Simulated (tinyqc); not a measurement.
## Polarisation charge from two barrier thicknesses

Question. Voff = phiB - dEc - q sigma d/(eps0 eb). Find sigma, phiB - dEc and the thickness at which Voff = 0.

Constants: q = 1.602176634e-19 C, eps0 = 8.8541878128e-14 F/cm where lengths are in cm. Results are converted to the units shown.

Voff at d = 14 and 27 nm (V): -1.7747551  -4.1379277
eb = 9.5367000

Answer. Voff is a straight line in d: its slope is -q sigma/(eps0 eb) and its intercept phiB - dEc.

sigma = 9.58e12 cm^-2
phiB - dEc = 0.770 V
thickness for Voff = 0 = 4.24 nm

tinyqc, about 0.01 s, one thread, Intel Xeon 2.30GHz (shared host): `OMP_NUM_THREADS=1 python tinyqc.py 2180146 2180147 out.jsonl`
